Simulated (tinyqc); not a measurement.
# Liquidus of a compound AB in a simple-solution melt, liquid-phase epitaxy and vapour pressures, step by step

A worked calculation. Computed by tinyqc, a small Python program that keeps every step. Command: `OMP_NUM_THREADS=1 python tinyqc.py 3031295 3031296 out.jsonl liq35 walk`. One thread of a shared host (Intel(R) Xeon(R) Processor @ 2.30GHz), about 0.05 s of CPU time with the checks. Intermediate numbers are printed to about 7 digits and carried at full precision; extremes and crossings named in words are read from the listed rows.

x is the atom fraction of B in the melt. The melt is a simple solution: R T ln gamma_B = W (1 - x)^2, R T ln gamma_A = W x^2, W = a + b T. The solid AB is stoichiometric.

Inputs (values chosen for the exercise, modelled on InAs for the melt): melting point T_F = 1215 K; entropy of fusion S_F = 60 J/(mol K); interaction a = 16.4 kJ/mol; interaction slope b = -43 J/(mol K); saturation temperature T = 730 K; step dT = 2.6 K; cooling rate c = 0.76 K/min; growth time t = 0.96 min; diffusivity in the melt D = 0.00011 cm^2/s; molar volume of the melt V_L = 17.3 cm^3/mol; lattice constant a0 = 6.058 angstrom; melt depth w = 6.1 mm; heat of evaporation of A = 242 kJ/mol; entropy of evaporation of A = 111 J/(mol K); heat of evaporation of B as (1/2) B2 = 80.8 kJ/mol; entropy of evaporation of B as (1/2) B2 = 61.5 J/(mol K).

Growth programme: ramp cooling.

Constants: R = 8.314462618 J/(mol K); N_A = 6.02214076e+23 1/mol; k_B = 8.617333262e-05 eV/K.

## Solubility on the A-rich side

Liquidus (Vieland): f(x) = R T ln[4 x (1 - x)] + 2 W (1/2 - x)^2 + S_F (T_F - T) = 0. Newton steps with f' = (1 - 2x)[R T/(x (1 - x)) - 2 W], from the dilute estimate x = (1/4) exp[-(S_F (T_F - T) + W/2)/(R T)]; stop below 1e-13; f under 1e-6 shown as 0.

W = -14.99 kJ/mol

Newton steps:
```
step            x      f (J/mol)  f' (J/mol)
1     0.007112782   1.683988e+02    876771.5
2     0.006920715  -2.254735e+00    900466.2
3     0.006923219  -3.973773e-04    900148.9
4     0.006923220              0    900148.8
```

solubility x = 0.006923220

The dilute estimate is 1.027 of the root. An ideal melt (W = 0) would dissolve x = 0.0021; the B-rich branch lies at 1 - x.

## Slope of the liquidus

dx/dT = -(df/dT)/f', df/dT = R ln[4 x (1 - x)] + 2 b (1/2 - x)^2 - S_F, f' = (1 - 2x)[R T/(x (1 - x)) - 2 W]. Concentrations: C_L = x N_A/V_L in the melt, C_S = 4/a0^3 in the solid; m = dT/dC_L.

dx/dT = 1.230763e-04 1/K

C_L = 2.409977e+20 1/cm^3

C_S = 1.799170e+22 1/cm^3

slope m = 2.334107e-19 K cm^3

apparent heat of solution k_B T^2 d ln x/dT = 0.8163659 eV

## Layer thickness

Semi-infinite melt (Hsieh): step d = 2 dT sqrt(D t/pi)/(C_S m); ramp d = (4/3) c sqrt(D/pi) t^(3/2)/(C_S m); supercooling is their sum. A melt of depth w can give at most w (undercooling)/(C_S m).

thickness d = 0.1040311 micrometre

largest thickness from this melt = 1.059794 micrometre

sqrt(D t)/w = 0.1304902

The layer uses 10 % of what the melt could give.

## Three programmes

The formulas are those given above.

Thickness (micrometre):
```
t (min)      step          ramp  supercooling  sqrt(D t) (mm)
0.2      0.253818  9.892393e-03       0.26371        0.363318
0.5      0.401321  3.910312e-02       0.44042        0.574456
1.0      0.567554  1.106003e-01       0.67815        0.812404
2.0      0.802643  3.128249e-01       1.11547        1.148913
5.0      1.269090  1.236549e+00       2.50564        1.816590
10.0     1.794764  3.497489e+00       5.29225        2.569047
20.0     2.538180  9.892393e+00      12.43057        3.633180
```

Step cooling goes as t^(1/2), ramp cooling as t^(3/2); they are equal at t = 3 dT/(2 c) = 5.13 min. The local exponent of their sum runs from 0.56 to 1.23. Rows with sqrt(D t) above about half the depth of 6.1 mm are overestimates. In the late ramp rows the undercooling is so large that the liquidus slope is not constant.

## Vapour pressures and congruent evaporation

Over the A-rich liquidus: p_A = gamma_A (1 - x) exp(S_A/R - H_A/(R T)), p_B2 = [gamma_B x exp(S_B/R - H_B/(R T))]^2, in bar. Free evaporation is congruent while the A flux over this liquidus is at least the B flux; with A and B2 taken as equal in mass for the estimate, T_c solves p_A = 2 p_B2.

log10 p_A = -11.52094

log10 p_B2 = -11.57315

congruent temperature T_c = 682.6356 K

T is above T_c: in vacuum B leaves faster and droplets of A form unless a B flux is supplied.

## The liquidus

The formulas are those given above.

Solubility; ideal: W = 0; dilute: (1/4) exp[-(S_F (T_F - T) + W/2)/(R T)]:
```
T (K)             x         ideal        dilute  W (kJ/mol)
608    4.864419e-04  1.858481e-04  4.871174e-04      -9.744
705    4.357253e-03  1.353215e-03  4.428549e-03     -13.915
802    2.152003e-02  6.119334e-03  2.360488e-02     -18.086
899    6.523711e-02  2.019235e-02  8.768289e-02     -22.257
996    1.372908e-01  5.407244e-02  2.522440e-01     -26.428
1094   2.357287e-01  1.292442e-01  6.064804e-01     -30.642
1166   3.354050e-01  2.442694e-01  1.051771e+00     -33.738
1203   4.195317e-01  3.682296e-01  1.360383e+00     -35.329
```

x over the ideal value is 2.62 in the first row and 1.14 in the last, and lies between 1.14 and 3.52: W > 0 lowers the solubility and W < 0 raises it, by about exp(-W/(2 R T)) when dilute. The dilute form is within 5 % in 2 of the eight rows. Near T_F the liquidus closes as a parabola about x = 1/2.

Checks made by the program: x against bracketed root finding (relative difference below 1e-10).
